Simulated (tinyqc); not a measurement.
Strain, valley repopulation and piezoresistance in a many-valley conduction band: one step, computed by the program tinyqc. Command: `OMP_NUM_THREADS=1 python tinyqc.py 3012772 3012773 out.jsonl valleys walk`. One thread of a shared host (Intel(R) Xeon(R) Processor @ 2.30GHz), about 0.04 s of CPU time with the checks.

Valleys are ellipsoids with mass m_l along the axis a and m_t across it, parabolic, with one constant relaxation time; strain shifts the valleys and leaves the masses alone. Currents are taken along [110], along the load, and along [1-10], across the load.

Question. Strain. Compliances S11 = (C11 + C12)/((C11 - C12)(C11 + 2 C12)), S12 = -C12/((C11 - C12)(C11 + 2 C12)), S44 = 1/C44; stress sigma_ij = X n_i n_j for the unit vector n of the load; e_xx = S11 sigma_xx + S12 (sigma_yy + sigma_zz), e_xy = S44 sigma_xy/2 (tensor strain).

Inputs (values chosen for the exercise, modelled on germanium):
```
quantity,value,unit
C11,129,GPa
C12,48.3,GPa
C44,67,GPa
stress X (tension positive),-210,MPa
```

Valley axes: <111> (4 valleys). Load: uniaxial [110].

Give: strain tensor.

Answer.

strain tensor (%):
```
,x,y,z
x,-0.074399,-0.078358,0.000000
y,-0.078358,-0.074399,0.000000
z,0.000000,0.000000,0.055713
```
